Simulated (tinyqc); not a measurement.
Complex band structure along [001] in sp3s* tight binding: sweeps and comparisons. A value that a table varies takes the place of the one given here.

For k = (0, 0, kz) the phase sums are g0 = cos(phi) and g3 = i sin(phi), phi = kz a/4, and the s, pz, s* orbitals of anion (a) and cation (c) decouple from px, py. With z = exp(i phi), H(z) = H0 + z T + T^T/z for any complex z. H0 is diagonal (Esa, Epa, Exa, Esc, Epc, Exc). The anion-cation block is B(z) = z U + W/z and the cation-anion block z W^T + U^T/z, where U has Vss/2 (s,s), Vsapc/2 (s,z), -Vscpa/2 (z,s), Vxx/2 (z,z), Vxapc/2 (s*,z), -Vpaxc/2 (z,s*), and W has the same values with the s-z and s*-z signs reversed. |z| = 1 is a band state, |z| < 1 decays along [001] as exp(-kappa d) over a distance d, kappa = -(4/a) ln|z|. No spin-orbit coupling.

Constants: hbar^2/2m0 = 3.80998211 eV angstrom^2.

Values chosen for the exercise (out of a larger set: near a published set for GaAs, fitted to gaps, whose masses and valley positions are rough (light masses up to twice too heavy); not measured data): p = (-8.265, 1.04, -2.626, 3.683, 8.589, 6.724, -6.422, 1.977, 5.137, 4.441, 5.736, 4.881, 4.859) eV (order Esa, Epa, Esc, Epc, Exa, Exc, Vss, Vxx, Vxy, Vsapc, Vscpa, Vxapc, Vpaxc); a = 5.657 angstrom (lattice constant); dE = 0.28 eV (E - Ev).

## Decay across the direct gap

Ev = -0.01650 eV
EG (direct gap) = 1.58468 eV

masses of this model, from the curvature at Gamma (m0): m_lh 0.09202, m_e 0.12433

kappa of the imaginary branch at Gamma against three formulas: parabolic from the valence edge, sqrt(m_lh E/c); parabolic from the conduction edge, sqrt(m_e (EG - E)/c); two-band (Franz), sqrt(m E (1 - E/EG)/c) with m = 2 m_lh m_e/(m_lh + m_e). E from Ev; c = hbar^2/2m0.

kappa (1/angstrom):
```
E/EG,E (eV),tight binding,"parabolic, valence","parabolic, conduction",two-band
0.05,0.0792,0.0428,0.0437,0.2216,0.0457
0.15,0.2377,0.0709,0.0758,0.2097,0.0749
0.25,0.3962,0.0869,0.0978,0.1969,0.0908
0.35,0.5546,0.0969,0.1157,0.1833,0.1000
0.50,0.7923,0.1036,0.1383,0.1608,0.1049
0.65,1.0300,0.1011,0.1577,0.1345,0.1000
0.75,1.1885,0.0934,0.1694,0.1137,0.0908
0.85,1.3470,0.0785,0.1804,0.0881,0.0749
0.95,1.5054,0.0490,0.1907,0.0508,0.0457
```

The branch joins the light-hole and conduction bands and peaks, among these rows, at E/EG = 0.50 with kappa = 0.1036 1/angstrom. At mid-gap the parabola from the conduction edge is +55 % off and the two-band form +1.3 %; over 5 nm the parabola would misstate exp(-2 kappa d) by a factor 306.

## Band-to-band tunnelling in a uniform field

WKB at zero transverse momentum: T = exp(-2 I/(eF)), I = integral of kappa dE across the direct gap (8 Gauss-Legendre points in theta, E = EG sin^2 theta, 0 to pi/2); 1 MV/cm = 0.01 V/angstrom. The two-band form gives I = (pi/8) sqrt(m/c) EG^(3/2) with m = 2 m_lh m_e/(m_lh + m_e).

Tunnelling:
```
F (MV/cm),path EG/eF (angstrom),exponent 2I/eF,"T, tight binding","T, two-band"
0.50,316.9,51.823,3.11e-23,2.12e-23
0.75,211.3,34.549,9.90e-16,7.66e-16
1.00,158.5,25.912,5.58e-12,4.60e-12
1.50,105.6,17.274,3.15e-08,2.77e-08
2.00,79.2,12.956,2.36e-06,2.15e-06
3.00,52.8,8.637,0.000177,0.000166
4.00,39.6,6.478,0.00154,0.00146
```

I, tight binding = 0.129558 eV/angstrom
I, two-band = 0.130519 eV/angstrom

The two-band integral is +0.74 % from the tight-binding one, which makes the two-band T 0.6808 times the other at 0.5 MV/cm and 0.9531 times at 4 MV/cm. Doubling the field from 1 to 2 MV/cm halves the exponent and raises T by a factor 4.23e+05.

## Energy and lattice constant

The slowest root of the s-pz block and the heavy-hole branch, sinh^2(kappa a/4) = ((E - Epa)(E - Epc) - Vxx^2)/(Vxx^2 - Vxy^2), at E = Ev + dE with Ev the lower root of [[Epa, Vxx], [Vxx, Epc]]; the couplings are kept when a changes. Each row changes one parameter from the base and keeps the others.

Results:
```
case,slowest kappa (1/angstrom),heavy-hole kappa (1/angstrom)
base,0.0759,0.1654
dE = 0.31 eV,0.0791,0.1733
a = 5.827 angstrom,0.0737,0.1606
```

The largest shifts from the base row, up to three for each result and ties (the steps differ in size, so this ranks the rows, not the parameters). slowest kappa (1/angstrom): dE +0.0032, a -0.0022. heavy-hole kappa (1/angstrom): dE +0.0079, a -0.0048. With the couplings fixed, kappa a stays, so kappa scales as 1/a.

Computed by tinyqc, a small Python program: `OMP_NUM_THREADS=1 python tinyqc.py 1480404 1480405 out.jsonl` (the numbers bound the seed that draws the inputs); one thread of a shared host (Intel(R) Xeon(R) Processor @ 2.30GHz), about 0.01 s for the whole set of steps.
